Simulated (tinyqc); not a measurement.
Inputs raised by 2 %, one at a time: Deal-Grove kinetics of thermal oxidation of silicon. Computed by tinyqc, a small Python program. Command: `OMP_NUM_THREADS=1 python tinyqc.py 3003493 3003494 out.jsonl oxide sens`. One thread of a shared host (Intel(R) Xeon(R) Processor @ 2.30GHz), about 0.2 s of CPU time with the checks.

Oxidant diffuses through the oxide and reacts at the interface, so that dx/dt = B/(A + 2x) for the oxide thickness x.

Inputs (values chosen for the exercise, close to those used for silicon): prefactor B0 = 664 um^2/h; activation energy E_B = 1.22 eV; prefactor (B/A)0 = 6.72e+06 um/h; activation energy E_A = 2.01 eV; temperature T = 1025 C; oxidant pressure p = 0.5 atm; pressure exponent m of B/A = 0.78; initial oxide x_i = 0.005 um; time t = 7.7 h; ratio c of the extra rate to B/A = 2.9; decay length L = 0.0077 um.

Ambient: dry oxygen. Surface: (111). Extension: thin-film term.

Constants: k_B = 8.617333262e-05 eV/K.

Method:
- B = B0 p exp(-E_B/(k_B T)), B/A = (B/A)0 p^m exp(-E_A/(k_B T)), p in atm; A = B/(B/A).
- Temperatures in kelvin are T(C) + 273.15.
- tau = (x_i^2 + A x_i)/B and x = (A/2) [sqrt(1 + 4 B (t + tau)/A^2) - 1], the root of x^2 + A x = B (t + tau).
- Silicon consumed is 0.44 times the oxide grown; the rate is B/(A + 2x).
- Thin-film (Massoud) form: dx/dt = B/(A + 2x) + c (B/A) exp(-x/L), integrated from x_i by fourth-order Runge-Kutta in 2000 steps, the i-th of length (2 i - 1) t/2000^2.

Runs:
```
input moved                    from       to  final growth rate (um/h)  length A (um)  tau (h)  thickness with the thin-film term (um)
base run                          -        -                   0.01364         0.0990   0.0853                                  0.1763
prefactor B0 (um^2/h)           664   677.28                   0.01377         0.1010   0.0853                                  0.1777
activation energy E_B (eV)     1.22   1.2444                   0.01229         0.0796   0.0863                                  0.1620
prefactor (B/A)0 (um/h)     6720000  6854400                   0.01365         0.0970   0.0838                                  0.1771
activation energy E_A (eV)     2.01   2.0502                   0.01327         0.1418   0.1205                                  0.1617
oxidant pressure p (atm)        0.5     0.51                   0.01378         0.0994   0.0840                                  0.1783
initial oxide x_i (um)        0.005   0.0051                   0.01364         0.0990   0.0871                                  0.1764
```

Exponents ln(y'/y) / ln(x'/x):
```
input                  final growth rate  length A     tau  thickness with the thin-film term
prefactor B0                       0.475     1.000  -0.048                              0.384
activation energy E_B             -5.266   -11.015   0.588                             -4.283
prefactor (B/A)0                   0.053    -1.000  -0.951                              0.203
activation energy E_A             -1.374    18.147  17.409                             -4.391
oxidant pressure p                 0.518     0.220  -0.791                              0.544
initial oxide x_i                 -0.006     0.000   1.049                              0.003
```

Which inputs matter most for each result?

Among the inputs moved here: final growth rate answers most in size to activation energy E_B (exponent -5.266), next to activation energy E_A (-1.374). Length A answers most in size to activation energy E_A (exponent +18.147), next to activation energy E_B (-11.015); its exponent is below 0.0005 for initial oxide x_i. Its exponent +1.000 in prefactor B0: A = B/(B/A). Its exponent -1.000 in prefactor (B/A)0: A = B/(B/A). tau answers most in size to activation energy E_A (exponent +17.409), next to initial oxide x_i (+1.049). Thickness with the thin-film term answers most in size to activation energy E_A (exponent -4.391), next to activation energy E_B (-4.283).
